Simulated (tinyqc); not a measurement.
Inside a calculation. Method: RKS/BLYP in the 6-31g basis, for He, spin multiplicity 1. Computed by tinyqc, a small Python program that keeps every step (integrals from PySCF). Settings: charge = 0, multiplicity = 1, basis = 6-31g, energy threshold = 1e-09, iteration cap = 50, orthogonalisation = canonical, start = core, DIIS depth = 8, method = RKS, functional = blyp, grid = [20, 50]. Command: `OMP_NUM_THREADS=1 python tinyqc.py 23435 23436 out.jsonl` (the two numbers bound the seeds that draw the settings). One thread of a shared host (Intel(R) Xeon(R) Processor @ 2.60GHz), about 0.08 s of CPU time with the checks. Later iterations appear only in the table of the cycle.

## One-electron integrals

Geometry (angstrom):
```
atom         x         y         z
He    0.000000  0.000000  0.000000
```

Basis 6-31g: exponents (1/bohr^2) and contraction coefficients of normalised primitives:
```
element  l (shell)   exponent  coefficient
He           s (1)  38.421634     0.040140
He           s (1)   5.778030     0.261246
He           s (1)   1.241774     0.793185
He           s (2)   0.297964     1.000000
```

Overlap, kinetic and nuclear-attraction integrals over the contracted functions; the nuclear repulsion is the sum of Za Zb / Rab.

nuclear repulsion = 0 hartree

overlap S, order 1He 1s, 1He 2s:
```
[[1.000000, 0.634148],
 [0.634148, 1.000000]]
```

kinetic energy T (hartree), order 1He 1s, 1He 2s:
```
[[2.925655, 0.467227],
 [0.467227, 0.446946]]
```

nuclear attraction V (hartree), order 1He 1s, 1He 2s:
```
[[-4.805281, -2.013636],
 [-2.013636, -1.742136]]
```

core Hamiltonian H = T + V (hartree), order 1He 1s, 1He 2s:
```
[[-1.879626, -1.546409],
 [-1.546409, -1.295190]]
```

## Two-electron integrals

Functions are numbered as in S; the eight-fold symmetry (ij|kl) = (ji|kl) = (kl|ij) leaves the list below.

Two-electron integrals (ij|kl) in chemists' order, unique and non-zero (hartree):
```
(11|11) 1.543936   (21|11) 0.785447   (21|21) 0.427025   (22|11) 0.803952
(22|21) 0.476190   (22|22) 0.615938
```

## Orthogonalisation

S = U s U^T; canonical form X = U s^(-1/2), so that X^T S X = 1. Each column of U has its largest component positive (the first on a tie).

eigenvalues of S: [0.365852, 1.634148]

X, order 1He 1s, 1He 2s:
```
[[1.169047, 0.553145],
 [-1.169047, 0.553145]]
```

## Starting guess

The start is the orbitals of the core Hamiltonian; D = 2 C_occ C_occ^T.

D at the start, order 1He 1s, 1He 2s:
```
[[1.193605, 0.482210],
 [0.482210, 0.194810]]
```

## Iteration 1: exchange-correlation on the grid

Becke grid with 20 radial and 50 angular points per atom, points of zero weight dropped. rho = sum D_ij phi_i phi_j; V_xc,ij = sum w v_xc phi_i phi_j plus the gradient terms; v_xc is d(rho eps)/d rho at fixed gradient.

The 16 grid points with the largest w rho, of 1000 (bohr, atomic units):
```
x                  y          z         w       rho  |grad rho|^2     eps_xc       v_xc
0.544263    0.000000  -0.544263  0.041426  0.229620      0.801497  -0.562557  -0.611215
-0.544263   0.000000  -0.544263  0.041426  0.229620      0.801497  -0.562557  -0.611215
0.544263    0.544263   0.000000  0.041426  0.229620      0.801497  -0.562557  -0.611215
0.000000   -0.544263  -0.544263  0.041426  0.229620      0.801497  -0.562557  -0.611215
0.544263    0.000000   0.544263  0.041426  0.229620      0.801497  -0.562557  -0.611215
-0.544263   0.000000   0.544263  0.041426  0.229620      0.801497  -0.562557  -0.611215
0.000000   -0.544263   0.544263  0.041426  0.229620      0.801497  -0.562557  -0.611215
0.000000    0.544263   0.544263  0.041426  0.229620      0.801497  -0.562557  -0.611215
0.544263   -0.544263   0.000000  0.041426  0.229620      0.801497  -0.562557  -0.611215
0.000000    0.544263  -0.544263  0.041426  0.229620      0.801497  -0.562557  -0.611215
-0.544263   0.544263   0.000000  0.041426  0.229620      0.801497  -0.562557  -0.611215
-0.544263  -0.544263   0.000000  0.041426  0.229620      0.801497  -0.562557  -0.611215
0.000000   -0.388584  -0.388584  0.016710  0.559026      5.445192  -0.723268  -0.811801
0.388584    0.388584   0.000000  0.016710  0.559026      5.445192  -0.723268  -0.811801
-0.388584   0.000000  -0.388584  0.016710  0.559026      5.445192  -0.723268  -0.811801
0.388584    0.000000  -0.388584  0.016710  0.559026      5.445192  -0.723268  -0.811801
```

electrons on the grid, sum of w rho = 2.000003

E_xc = sum of w rho eps_xc = -1.28277105 hartree

V_xc (hartree), order 1He 1s, 1He 2s:
```
[[-0.949975, -0.444650],
 [-0.444650, -0.388682]]
```

## Iteration 1: building the Kohn-Sham matrix

J_ij = sum D_kl (ij|kl); F = H + J + V_xc; E = tr D H + tr D J / 2 + E_xc + E_nn.

Coulomb J (hartree), order 1He 1s, 1He 2s:
```
[[2.756968, 1.442112],
 [1.442112, 1.538839]]
```

Kohn-Sham matrix F (hartree), order 1He 1s, 1He 2s:
```
[[-0.072633, -0.548947],
 [-0.548947, -0.145033]]
```

total energy of this density = -2.77934911 hartree

## Iteration 1: diagonalisation and new density

Diagonalise F' = X^T F X, C = X C', fill 1 alpha and 1 beta electrons from the bottom; D = 2 C_occ C_occ^T. Each column has its largest component positive (the first on a tie).

F' = X^T F X (hartree):
```
[[1.202983, 0.046818],
 [0.046818, -0.402522]]
```

orbital energies (hartree): [-0.403886, 1.204347]

coefficients C, order 1He 1s, 1He 2s:
```
[[0.518864, 1.184661],
 [0.586958, -1.152442]]
```

D after iteration 1, order 1He 1s, 1He 2s:
```
[[0.538440, 0.609102],
 [0.609102, 0.689039]]
```

## Iteration 2: exchange-correlation on the grid

As before.

The 16 grid points with the largest w rho, of 1000 (bohr, atomic units):
```
x                  y          z         w       rho  |grad rho|^2     eps_xc       v_xc
0.738980    0.000000   0.738980  0.094697  0.089372      0.070718  -0.416631  -0.455969
0.738980   -0.738980   0.000000  0.094697  0.089372      0.070718  -0.416631  -0.455969
-0.738980  -0.738980   0.000000  0.094697  0.089372      0.070718  -0.416631  -0.455969
0.000000    0.738980   0.738980  0.094697  0.089372      0.070718  -0.416631  -0.455969
0.000000   -0.738980   0.738980  0.094697  0.089372      0.070718  -0.416631  -0.455969
0.738980    0.738980   0.000000  0.094697  0.089372      0.070718  -0.416631  -0.455969
0.000000    0.738980  -0.738980  0.094697  0.089372      0.070718  -0.416631  -0.455969
-0.738980   0.000000  -0.738980  0.094697  0.089372      0.070718  -0.416631  -0.455969
-0.738980   0.000000   0.738980  0.094697  0.089372      0.070718  -0.416631  -0.455969
0.738980    0.000000  -0.738980  0.094697  0.089372      0.070718  -0.416631  -0.455969
0.000000   -0.738980  -0.738980  0.094697  0.089372      0.070718  -0.416631  -0.455969
-0.738980   0.738980   0.000000  0.094697  0.089372      0.070718  -0.416631  -0.455969
0.000000    0.544263   0.544263  0.041426  0.202865      0.382297  -0.522624  -0.590371
0.000000   -0.544263   0.544263  0.041426  0.202865      0.382297  -0.522624  -0.590371
-0.544263   0.000000  -0.544263  0.041426  0.202865      0.382297  -0.522624  -0.590371
0.544263    0.544263   0.000000  0.041426  0.202865      0.382297  -0.522624  -0.590371
```

electrons on the grid, sum of w rho = 2.000002

E_xc = sum of w rho eps_xc = -0.99169823 hartree

V_xc (hartree), order 1He 1s, 1He 2s:
```
[[-0.869469, -0.425787],
 [-0.425787, -0.403662]]
```

## Iteration 2: building the Kohn-Sham matrix

As before.

Coulomb J (hartree), order 1He 1s, 1He 2s:
```
[[2.342105, 1.271233],
 [1.271233, 1.437381]]
```

Kohn-Sham matrix F (hartree), order 1He 1s, 1He 2s:
```
[[-0.406990, -0.700963],
 [-0.700963, -0.261470]]
```

total energy of this density = -2.87998435 hartree

## Iteration 2: DIIS over 2 matrices

error matrix X^T (FDS - SDF) X:
```
[[0.000000, -0.283128],
 [0.283128, 0.000000]]
```

B (overlaps of the stored error matrices):
```
[[9.9778399e-01, -3.9995922e-01],
 [-3.9995922e-01, 1.6032265e-01]]
```

Minimise |sum c_i e_i|^2 with sum c_i = 1: solve [B -1; -1 0][c; lambda] = [0; -1] with B_ij = tr e_i^T e_j, and take F = sum c_i F_i.

DIIS coefficients: [0.286146, 0.713854]

extrapolated F (hartree), order 1He 1s, 1He 2s:
```
[[-0.311315, -0.657464],
 [-0.657464, -0.228152]]
```

## Iteration 2: diagonalisation and new density

As before.

F' = X^T F X (hartree):
```
[[1.059800, -0.053778],
 [-0.053778, -0.567389]]
```

orbital energies (hartree): [-0.569164, 1.061576]

coefficients C, order 1He 1s, 1He 2s:
```
[[0.591417, -1.150160],
 [0.514271, 1.186662]]
```

D after iteration 2, order 1He 1s, 1He 2s:
```
[[0.699549, 0.608298],
 [0.608298, 0.528949]]
```

## Iteration 11 (converged): orbitals

converged F (hartree), order 1He 1s, 1He 2s:
```
[[-0.312341, -0.657315],
 [-0.657315, -0.226956]]
```

As before.

F' = X^T F X (hartree):
```
[[1.059625, -0.055215],
 [-0.055215, -0.567246]]
```

orbital energies (hartree): [-0.569117, 1.061497]

coefficients C, order 1He 1s, 1He 2s:
```
[[0.592436, -1.149635],
 [0.513220, 1.187117]]
```

D after iteration 11, order 1He 1s, 1He 2s:
```
[[0.701961, 0.608100],
 [0.608100, 0.526789]]
```

## Convergence

Stop when the energy changes by less than 1e-09 hartree and every element of the error matrix X^T (F D S - S D F) X is below 9e-06.

Course of the cycle:
```
iteration  E (hartree)     change  largest element of the error matrix
1          -2.77934911          -                             7.06e-01
2          -2.87998435  -1.01e-01                             2.83e-01
3          -2.89784071  -1.79e-02                             3.98e-03
4          -2.89784282  -2.12e-06                             2.52e-03
5          -2.89784348  -6.53e-07                             1.84e-03
6          -2.89784376  -2.85e-07                             1.46e-03
7          -2.89784391  -1.49e-07                             1.20e-03
8          -2.89784400  -8.79e-08                             1.03e-03
9          -2.89784406  -5.62e-08                             8.94e-04
10         -2.89784423  -1.78e-07                             6.86e-06
11         -2.89784423  -1.05e-11                             4.17e-08
```

PySCF RKS in the same basis, fine grid = -2.89784508 hartree

Converged in 11 iterations.

## Populations

Mulliken: Z minus the diagonal of D S on the atom; Loewdin: the same with S^(1/2) D S^(1/2).

Charges (e):
```
atom  Mulliken  Loewdin
1He          0        0
```
